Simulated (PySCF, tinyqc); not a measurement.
Worked calculation: RHF in the sto-6g basis, for H2, spin multiplicity 1. This run ends on a higher stationary point, not on the lowest solution. The lowest restricted solution is unstable here: a spin-polarised one lies 0.0305 hartree lower (PySCF). One step of it, computed by the program tinyqc.

Problem. Iteration 2 (converged): orbitals. Diagonalise F' = X^T F X, C = X C', fill 1 alpha and 1 beta electrons from the bottom; D = 2 C_occ C_occ^T. Each column has its largest component positive (the first on a tie).

Fock matrix F (hartree):
```
           1H 1s      2H 1s
1H 1s  -0.042806   0.007459
2H 1s   0.007459  -0.042806
```

X:
```
           1H 1s      2H 1s
1H 1s   1.033555  -0.153019
2H 1s  -0.153019   1.033555
```

Give: F' = X^T F X; orbital energies; coefficients C; D after iteration 2.

Solution.

F' = X^T F X (hartree):
```
         1        2
1  -0.0491   0.0217
2   0.0217  -0.0491
```

orbital energies (hartree): MO1 -0.0708, MO2 -0.0274

coefficients C:
```
           MO1     MO2
1H 1s   0.8390  0.6226
2H 1s  -0.8390  0.6226
```

D after iteration 2:
```
         1H 1s    2H 1s
1H 1s   1.4080  -1.4080
2H 1s  -1.4080   1.4080
```
